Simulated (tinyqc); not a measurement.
Charge stability of a double quantum dot, constant-interaction model with a charge sensor: across the interdot transition.

Capacitance matrix C = [[C1, -Cm], [-Cm, C2]], C1 = G1 + X1 + Cm + L1, C2 = G2 + X2 + Cm + L2. Gate charges n1 = (G1 V1 + X1 V2)/q, n2 = (X2 V1 + G2 V2)/q. The state (N1, N2) has U = (1/2) d^T E d with d = (N1 - n1, N2 - n2) and E = q^2 C^(-1). Leads at 0 V; no tunnel coupling, spin or level spacing. The sensor reads s1 <N1> + s2 <N2>.

The gate charges are n1 = 0.5000 + x, n2 = 0.5000 - x, a line through the middle of the (1,0)-(0,1) boundary. The detuning is U(0,1) - U(1,0); thermal means over all states within two electrons.

Inputs (values chosen for the exercise):
- G1 = 5.4 aF (gate 1 to dot 1)
- G2 = 7.2 aF (gate 2 to dot 2)
- X1 = 1.4 aF (gate 2 to dot 1)
- X2 = 0.96 aF (gate 1 to dot 2)
- Cm = 11 aF (between the dots)
- L1 = 41 aF (dot 1 to leads and ground)
- L2 = 42 aF (dot 2 to leads and ground)
- s1 = 0.78 (sensor weight of dot 1)
- s2 = 0.25 (sensor weight of dot 2)
- T = 1.1 K (temperature)

Constants: q = 1.602176634e-19 C, kB = 1.380649e-23 J/K, Vt = kB T/q. Results are converted to the units shown.

Across the interdot transition:
```
x,detuning (meV),<N1>,<N2>,sensor
-0.13,-0.5871,0.004891,0.9946,0.2525
-0.094,-0.4245,0.01784,0.9814,0.2593
-0.063,-0.2845,0.05972,0.9393,0.2814
-0.031,-0.1400,0.2014,0.7977,0.3565
0,0.0000,0.5000,0.5000,0.5150
0.031,0.1400,0.7986,0.2023,0.6735
0.063,0.2845,0.9403,0.06075,0.7486
0.094,0.4245,0.9822,0.01861,0.7707
0.13,0.5871,0.9951,0.005353,0.7775
```

<N1> rises from 0.00489 to 0.995 while <N2> falls from 0.995 to 0.00535; their sum stays within 0.0010 of 1. The detuning moves by EC1 + EC2 - 2 ECm = 4.52 meV for each unit of x. The step is broader than a Fermi function of width kB T = 0.0948 meV, since (0,0) and (1,1) lie only ECm/2 = 2.7 kB T above the two states at x = 0 and are populated too.

Numbers from tinyqc (`OMP_NUM_THREADS=1 python tinyqc.py 2470015 2470016 out.jsonl`; about 0.01 s on one thread of a shared Intel Xeon 2.30GHz).
